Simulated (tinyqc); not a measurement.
Schottky diode by thermionic emission with image-force lowering and series resistance: two steps of the calculation.

Metal on an n-type semiconductor with one parabolic valley; V > 0 is forward bias (metal positive). I = I0 [exp(Vj/(n Vt)) - 1] with Vj = V - I Rs; I0 = S A* T^2 exp(-(phi - dphi)/Vt), the lowering dphi taken at zero bias.

Inputs (values chosen for the exercise); band and dielectric values those of a made-up semiconductor:
- T = 400 K (temperature)
- n = 1.2 (ideality factor)
- Rs = 0.61 ohm (series resistance)
- V = 0.43 V (applied bias)

Constants: q = 1.602176634e-19 C, kB = 1.380649e-23 J/K, Vt = kB T/q. Results are converted to the units shown.

Task 1. Junction voltage. Newton step for g(Vj) = Vj + Rs I0 [exp(Vj/(n Vt)) - 1] - V = 0: Vj(new) = Vj - g/g', g' = 1 + Rs I0 exp(Vj/(n Vt))/(n Vt).

I0 = 2.5288696e-5 A
Vj at the start = 0.43 V

Find: Vj after iteration 1.

Result 1.

Vj after iteration 1 = 0.3918 V

Task 2. Current and small-signal resistance. I = I0 [exp(Vj/(n Vt)) - 1], dV/dI = Rs + n Vt/(I + I0).

I0 = 2.5288696e-5 A
converged Vj = 0.35250278 V

Give: I; drop over Rs; dV/dI.

Result 2.

I = 127.04 mA
drop over Rs = 0.077497 V
dV/dI = 0.93552 ohm

Computed by the program tinyqc: `OMP_NUM_THREADS=1 python tinyqc.py 2640051 2640052 out.jsonl`, one thread of a shared Intel Xeon 2.30GHz, about 0.01 s for the whole run.
